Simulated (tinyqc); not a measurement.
Gate sweep: ballistic transport through the one-dimensional subbands of a rectangular nanowire or nanosheet channel. Computed by tinyqc, a small Python program. Command: `OMP_NUM_THREADS=1 python tinyqc.py 3007839 3007840 out.jsonl wire walk`. One thread of a shared host (Intel(R) Xeon(R) Processor @ 2.30GHz), about 0.02 s of CPU time with the checks.

Hard walls, parabolic subbands, transport along x. Energies are counted from the bulk conduction band edge at the top of the barrier, which the gate pulls down by U; the source Fermi level lies at the bulk edge when U = 0.

Inputs (values chosen for the exercise, modelled on silicon): light mass m_t = 0.2 m_0; heavy mass m_l = 0.913 m_0; height a = 2.5 nm; width b = 2.9 nm; equivalent oxide thickness t = 1.9 nm; drain voltage V_D = 0.01 V; temperature T = 300 K.

Valleys: silicon [100] wire.

Constants: hbar^2/(2 m_0) = 3.80998212 eV angstrom^2; k_B = 8.617333262e-05 eV/K; m_0 = 9.1093837015e-31 kg; k_B = 1.380649e-23 J/K; hbar = 1.054571817e-34 J s; eps_0 = 8.8541878128e-12 F/m; e = 1.602176634e-19 C; h = 6.62607015e-34 J s.

Method:
- E_pq = (hbar^2 pi^2/2)(p^2/(m_y b^2) + q^2/(m_z a^2)); valley pairs: (m_x, m_y, m_z) = (m_t, m_t, m_l), (m_t, m_l, m_t), (m_l, m_t, m_t), each with degeneracy g = 2; the 10 lowest subbands are kept.
- F_j(eta) = (1/Gamma(j + 1)) int_0^infinity x^j/(1 + exp(x - eta)) dx, F_0 = ln(1 + exp(eta)). Integrals over x = E/(k_B T) use 160 Gauss-Legendre points in u = sqrt(x) from 0 to sqrt(max(eta, 0) + 32).
- With degeneracy g = 2, eta_i = (U - E_i)/(k_B T) and u = e V_D/(k_B T): line density n = sum_i g sqrt(2 m_x k_B T/pi)/(2 hbar) [F_-1/2(eta_i) + F_-1/2(eta_i - u)]; gate: e n = C_ox (V_G - U/e), C_ox = 3.9 eps_0 2 (a + b)/t (flat-plate estimate); I = (2 e k_B T/h) sum_i g [F_0(eta_i) - F_0(eta_i - u)].
- Open modes are sum_i g/(1 + exp(-eta_i)). The last column is e dn/dV_G over C_ox, taken up to the next row.

Subbands:
```
valley axis  p  q  E (meV)  m_x (m_0)
z            1  1   289.46      0.200
y            1  1   349.80      0.200
z            1  2   487.15      0.200
y            2  1   496.72      0.200
x            1  1   524.39      0.913
y            3  1   741.58      0.200
z            1  3   816.64      0.200
z            2  1   960.14      0.200
y            4  1  1084.39      0.200
z            2  2  1157.84      0.200
```

Against the gate voltage:
```
V_G (V)  U (meV)    n (1/nm)  I (microampere)  open modes    C_g/C_ox
-0.011    -11.00  3.4346e-06       1.2645e-05  1.9680e-05  1.3065e-03
0.089      88.87  1.6349e-04       6.0189e-04  9.3667e-04  7.9463e-02
0.210     200.25  1.1943e-02       4.3688e-02  6.7684e-02  5.5125e-01
0.340     258.59  9.9737e-02       3.4773e-01  5.2265e-01  7.8531e-01
0.440     280.06  1.9595e-01       6.4777e-01  9.4764e-01  8.4959e-01
0.570     299.61  3.3125e-01       1.0179e+00  1.4476e+00  8.8032e-01
0.710     316.37  4.8224e-01       1.3740e+00  1.9139e+00  8.9658e-01
0.870     332.91  6.5799e-01       1.7354e+00  2.3805e+00  9.0567e-01
1.000     345.18  8.0223e-01       2.0007e+00  2.7190e+00  9.1150e-01
1.200     362.88  1.0256e+00       2.3612e+00  3.1686e+00           -
```

Between the first two rows the current rises one decade per 60 mV, against the limit ln(10) k_B T/e = 60 mV. Above threshold C_g/C_ox lies between 0.79 and 0.91: the quantum capacitance in series costs little, since heavy or many subbands hold the charge.

Extremes, crossings and ranges named in words are read from the listed rows.
